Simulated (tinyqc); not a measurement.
# Potential step from the flux

Problem. On one interval J = (q mu Vt/hx) [nb B(d) - na B(-d)], B(d) = d/(exp(d) - 1), d = (psi_b - psi_a)/Vt. Find psi_b - psi_a, and the step at which J would vanish.

Inputs (values chosen for the exercise):
```
symbol   value        unit                    meaning
T          300           K                temperature
mu        1290  cm^2/(V s)          electron mobility
na      7.1e14       cm^-3   density at the left node
nb      6.9e15       cm^-3  density at the right node
hx          28          nm               node spacing
```

Constants: q = 1.602176634e-19 C, kB = 1.380649e-23 J/K, Vt = kB T/q. Results are converted to the units shown.

J = 516.35127 A/cm^2

Answer. B(d) falls and B(-d) rises with d, so J falls steadily with the step and one value matches. J = 0 needs nb/na = exp(d), the Boltzmann ratio.

psi_b - psi_a = 0.05500 V
step for J = 0 = 0.05879 V

Computed by the program tinyqc: `OMP_NUM_THREADS=1 python tinyqc.py 2220125 2220126 out.jsonl`, one thread of a shared Intel Xeon 2.30GHz, about 0.01 s for the whole run.
